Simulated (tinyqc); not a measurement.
## Short-channel transistor, virtual-source model with series resistance: effect of the temperature on the on and off currents

The current per gate width is the charge at the top of the source barrier (the virtual source) times its velocity times a saturation function; al and be are fitting constants of the model. Units: I in uA/um, Rs in ohm um, so I Rs = 1e-6 I Rs in volts; Q in uC/cm^2, so I = 1e-4 Q vx0 Fsat with vx0 in cm/s.

Intrinsic voltages Vg' = Vgs - I Rs, Vd' = Vds - 2 I Rs. n = n0 + nd Vd', VT = VT0 - dl Vd', Ff = 1/(1 + exp((Vg' - VT + al Vt/2)/(al Vt))), Q = Cinv n Vt ln(1 + exp((Vg' - VT + al Vt Ff)/(n Vt))), Vdsat = (vx0 L/mu)(1 - Ff) + Vt Ff, Fsat = u/(1 + u^be)^(1/be) with u = Vd'/Vdsat, and I = Q vx0 Fsat per width. I is solved self-consistently. Ion is I at Vgs = Vds = 0.7 V, Ioff at Vgs = 0, Vds = 0.7 V, and Rlin = Vds/I at Vgs = 0.7 V, Vds = 0.05 V. mu, vx0, VT0, dl and n0 are held fixed.

Inputs (values chosen for the exercise): inversion capacitance Cinv = 2.92 uF/cm^2; velocity at the virtual source vx0 = 1.01e7 cm/s; apparent mobility mu = 600 cm^2/(V s); channel length L = 90 nm; threshold at zero drain voltage VT0 = 0.43 V; drain-induced barrier lowering dl = 0.078 V/V; subthreshold factor n0 = 1.26; growth of n with drain voltage nd = 0 1/V; threshold shift (in units of Vt) from weak to strong inversion al = 3.5; sharpness of saturation be = 2; series resistance of each contact Rs = 150 ohm um.

Constants: q = 1.602176634e-19 C, kB = 1.380649e-23 J/K, Vt = kB T/q. Results are converted to the units shown.

Result of one run:
```
T (K),Ion (uA/um),Ioff (nA/um),log10(Ion/Ioff),Rlin (ohm um)
410,641.6,373.0,3.236,485.0
```

What becomes of these results when the temperature T is changed from 410 to 230 K, all else the same?

Result of the changed run:
```
T (K),Ion (uA/um),Ioff (nA/um),log10(Ion/Ioff),Rlin (ohm um)
230,620.2,0.3437,6.256,498.6
```

The whole series:
```
T (K),Ion (uA/um),Ioff (nA/um),log10(Ion/Ioff),Rlin (ohm um)
200,618.4,0.03170,7.290,500.1
230,620.2,0.3437,6.256,498.6
260,622.6,2.163,5.459,496.8
290,625.4,9.322,4.827,494.8
320,628.8,30.53,4.314,492.5
350,632.7,81.41,3.890,490.0
380,636.9,185.4,3.536,487.5
410,641.6,373.0,3.236,485.0
```

As T goes from 200 to 410 K, Ion rises from 618 to 642 uA/um, Ioff rises from 0.0317 to 373 nA/um and Rlin falls from 500 to 485 ohm um. Ion changes by a factor of 1.04 and Ioff by 11800.

Program tinyqc, `OMP_NUM_THREADS=1 python tinyqc.py 2380061 2380062 out.jsonl`; Intel Xeon 2.30GHz, shared host, one thread, about 0.01 s.
